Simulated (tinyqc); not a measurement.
Band edges of strained Si(1-x)Ge(x) on relaxed Si(1-y)Ge(y), step by step. Values are carried at full precision from step to step, so a last printed digit may differ when a step is redone from the rounded ones.

Values are linear in the Ge fraction but for ED(x) = linear - CD x (1 - x) and a(x) = linear - Ca x (1 - x). Energies are on the common scale of Ev.

Values chosen for the exercise (end members near Si and Ge, in this order; shifted at random, so the results belong to these values and not to a real crystal): a = (5.428, 5.65) angstrom (lattice constant); Dso = (0.044, 0.289) eV (spin-orbit splitting); av = (2.45, 1.26) eV (valence hydrostatic potential); b = (-2.08, -2.52) eV (tetragonal shear potential); d = (-4.84, -5.33) eV (trigonal shear potential); C11 = (163.5, 129.2) GPa; C12 = (63.3, 47.8) GPa; C44 = (80.7, 65.9) GPa; Ev = (0, 0.61) eV (top of the unstrained valence band); ED = (1.142, 0.937) eV (gap to the Delta valleys); EL = (2.002, 0.731) eV (gap to the L valleys); aD = (1.64, 1.28) eV (hydrostatic potential of the Delta gap); aL = (-3.05, -3.05) eV (hydrostatic potential of the L gap); XuD = (8.88, 9.46) eV (uniaxial potential, Delta); XuL = (16.58, 14.89) eV (uniaxial potential, L); CD = 0.227 eV (bowing of the Delta gap); Ca = 0 angstrom (bowing of the lattice constant); x = 0.45 (Ge fraction of the layer); y = 0 (Ge fraction of the relaxed buffer); face = 111 (growth face).

## Values of the layer and the buffer

Interpolate at x and at y.

Interpolated values (a in angstrom, C11, C12, C44 in GPa, all else in eV):

| symbol | layer | buffer |
|---|---|---|
| a | 5.5279 | 5.4280 |
| Dso | 0.1542 | 0.0440 |
| av | 1.9145 | 2.4500 |
| b | -2.2780 | -2.0800 |
| d | -5.0605 | -4.8400 |
| C11 | 148.0650 | 163.5000 |
| C12 | 56.3250 | 63.3000 |
| C44 | 74.0400 | 80.7000 |
| Ev | 0.2745 | 0.0000 |
| ED | 0.9936 | 1.1420 |
| EL | 1.4301 | 2.0020 |
| aD | 1.4780 | 1.6400 |
| aL | -3.0500 | -3.0500 |
| XuD | 9.1410 | 8.8800 |
| XuL | 15.8195 | 16.5800 |

## Strain of the layer on a (111) buffer

Coherent growth on a (111) face: e_par = (a(y) - a(x))/a(x), e_perp = -(2 C11 + 4 C12 - 4 C44)/(C11 + 2 C12 + 4 C44) e_par; exx = eyy = ezz = (2 e_par + e_perp)/3 and exy = eyz = ezx = (e_perp - e_par)/3.

Use the elastic constants of the layer.

e_par = -0.018072
e_perp = 0.007311

strain tensor in the cubic axes:
```
           x          y          z
x  -0.009611   0.008461   0.008461
y   0.008461  -0.009611   0.008461
z   0.008461   0.008461  -0.009611
```

The layer is under compression in the plane; its volume changes by -2.883 %.

## Conduction valleys of the layer

A valley with unit axis u lies at Ev + gap + (av + a_valley) tr(e) + Xu (u.e.u - tr(e)/3); the Delta axes are x, y, z and the L axes [111], [1-1-1], [-11-1], [-1-11]. The second-order shift of the Delta valleys under shear is left out; it lowers the pair normal to the sheared plane by tens of meV at a shear of 1 %.

Give the hydrostatic shifts, the uniaxial shifts and the edges.

hydrostatic shifts of Delta and L (eV): -0.0978  0.0327

uniaxial shifts (eV): Delta x 0.0000, Delta y 0.0000, Delta z 0.0000, L [111] 0.2677, L [1-1-1] -0.0892, L [-11-1] -0.0892, L [-1-11] -0.0892

valley edges (eV): Delta x 1.1703, Delta y 1.1703, Delta z 1.1703, L [111] 2.0050, L [1-1-1] 1.6481, L [-11-1] 1.6481, L [-1-11] 1.6481

The lowest set is Delta6 (the digit counts whole valleys) at 1.1703 eV; the Delta valleys spread over 0 meV and the L valleys over 357 meV.

## Valence edges of the layer

Valence edges: Ev plus the levels of the 6 x 6 matrix of X, Y, Z times spin with -Dso/3 + l exx + m (eyy + ezz) on the diagonal (cyclic), n exy off it, l = av + 2 b, m = av - b, n = sqrt(3) d. Spin-orbit term (Dso/3) L.sigma on X, Y, Z with (L_k)_ij = -i epsilon_kij: <X+|H|Y+> = -i Dso/3, <X+|H|Z-> = Dso/3, <Y+|H|Z-> = -i Dso/3, <Z+|H|X-> = -Dso/3, <Z+|H|Y-> = i Dso/3, <X-|H|Y-> = i Dso/3, and their conjugates; + and - are the spin along z.

Give the strain block and the three twofold edges.

strain block (eV):
```
         X        Y        Z
X  -0.0552  -0.0742  -0.0742
Y  -0.0742  -0.0552  -0.0742
Z  -0.0742  -0.0742  -0.0552
```

edges from the top (eV): 0.2935  0.2174  -0.0072

The top two edges are split by 76 meV.

## Gap and offsets against the buffer

Buffer: Ev(y) and Ec = Ev(y) + min(ED, EL). dEc = Ec(buffer) - Ec(layer), dEv = Ev(layer) - Ev(buffer); positive values confine the carrier in the layer; type I if both have one sign.

gap of the strained layer = 0.8768 eV
gap of the buffer = 1.1420 eV
dEc = -0.0283 eV
dEv = 0.2935 eV

Type II: electrons collect in the buffer (28 meV) and holes in the layer (293 meV). The relaxed layer would have a gap of 0.994 eV, so strain has moved it by -117 meV. An offset this small is within the spread of published parameter sets, so the type is not settled by this model.

## Checks

- Mean of the three Delta edges against the hydrostatic shift alone (eV): both 1.17025.

Program tinyqc; command `OMP_NUM_THREADS=1 python tinyqc.py 1080308 1080309 out.jsonl`; about 0.01 s on one thread of a shared Intel(R) Xeon(R) Processor @ 2.30GHz.
